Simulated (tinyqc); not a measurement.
Worked calculation: plane-wave Kohn-Sham cycle with exchange-only LDA in a layered model solid. One step of it, computed by the program tinyqc.

Task: Iteration 1: Hamiltonian at one k. H(m,m') = (k + G_m)^2/2 delta + V(G_m - G_m'), with V(-G) = V(G).

A solid whose potential varies along x alone (atomic units):
```
parameter                      value
period a                   13.200000
cross-section of the cell  24.000000
electrons per cell                 2
grid points                       16
plane waves -n..n, n               2
k points                           3
V1 in V1 cos(2 pi x/a)     -0.610000
V2 in V2 cos(4 pi x/a)     -0.130000
```

V(G_m), m = 0, 1, 2, ... (hartree): [-0.182000, -0.305000, -0.065000, 0.000000, 0.000000]

k = 0.000000 2 pi / a

Give: H.

Result:

H (hartree), order -2, -1, +0, +1, +2:
```
[[0.2711, -0.3050, -0.0650, 0.0000, 0.0000],
 [-0.3050, -0.0687, -0.3050, -0.0650, 0.0000],
 [-0.0650, -0.3050, -0.1820, -0.3050, -0.0650],
 [0.0000, -0.0650, -0.3050, -0.0687, -0.3050],
 [0.0000, 0.0000, -0.0650, -0.3050, 0.2711]]
```
